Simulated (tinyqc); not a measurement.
Size of the basis: round or elliptic silicon nanowire with anisotropic valleys (Ritz method).

Wire along x = [110] on a (001) wafer, y = [-110], z = [001]. Valley groups (w = inverse masses): A, two valleys along z: w_y = 1/mt, w_z = 1/ml, m_x = mt; B, four valleys in the wafer plane: w_y = (1/ml + 1/mt)/2, w_z = 1/mt, m_x = (ml + mt)/2.

Hard wall on the ellipse (y/a)^2 + (z/b)^2 = 1, c = hbar^2/2m0. With u = y/a, v = z/b the operator is -c [(w_y/a^2) d2/du2 + (w_z/b^2) d2/dv2] on the unit disc. Basis (1 - u^2 - v^2) u^i v^j; S, X and Y are the disc integrals of f f', (df/du)(df'/du) and (df/dv)(df'/dv), from the integral of u^p v^q = 2 Gamma((p+1)/2) Gamma((q+1)/2)/((p + q + 2) Gamma((p+q+2)/2)) for even p, q; H = c (w_y X/a^2 + w_z Y/b^2).

Constants: hbar^2/2m0 = 3.80998211 eV angstrom^2.

Inputs chosen for the exercise (near those of a Si nanowire; shifted at random, so the results belong to these values and not to a real crystal): ml = 0.903 m0 (longitudinal mass); mt = 0.19 m0 (transverse mass); a = 44 angstrom (semi-axis along y); b = 44 angstrom (semi-axis along z).

Lowest level of each group with 1, 3, 6 and 21 even functions.

Levels (meV):

| functions | A | B |
|---|---|---|
| 1 | 37.61 | 49.88 |
| 3 | 35.68 | 48.00 |
| 6 | 35.65 | 47.99 |
| 21 | 35.65 | 47.99 |

What can be read from this table?

One function errs by 5.5 % for A and 3.9 % for B, six by 0.0002 and 1.4e-05 meV. The error grows with the axis ratio of the stretched ellipse (2.18, 1.29); for a circle it is 6/5.783 - 1 = 3.7 %.

tinyqc: `OMP_NUM_THREADS=1 python tinyqc.py 1282166 1282167 out.jsonl`; about 0.03 s, one thread, shared Intel(R) Xeon(R) Processor @ 2.30GHz.
